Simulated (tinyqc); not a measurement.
# Trap density from the barrier height

Inverse problem. In a partly depleted grain with all boundary traps filled, 2 N W = Qt and VB = q N W^2/(2 eps0 eps_r). Find Qt, W and the doping at which VB would equal Vt.

Parameters, values chosen for the exercise:
- T = 400 K (temperature)
- eps_r = 11.7 (relative permittivity)

Constants: q = 1.602176634e-19 C, kB = 1.380649e-23 J/K, Vt = kB T/q, eps0 = 8.8541878128e-14 F/cm where lengths are in cm. Results are converted to the units shown.

doping = 2.4e17 cm^-3
barrier height = 0.20621229 V

Solution. Eliminating W gives VB = q Qt^2/(8 eps0 eps_r N), which falls as 1/N.

Qt = 1.60e12 cm^-2
W = 33.3 nm
doping for VB = Vt = 1.44e18 cm^-3

Numbers from tinyqc (`OMP_NUM_THREADS=1 python tinyqc.py 2830133 2830134 out.jsonl`; about 0.01 s on one thread of a shared Intel Xeon 2.30GHz).
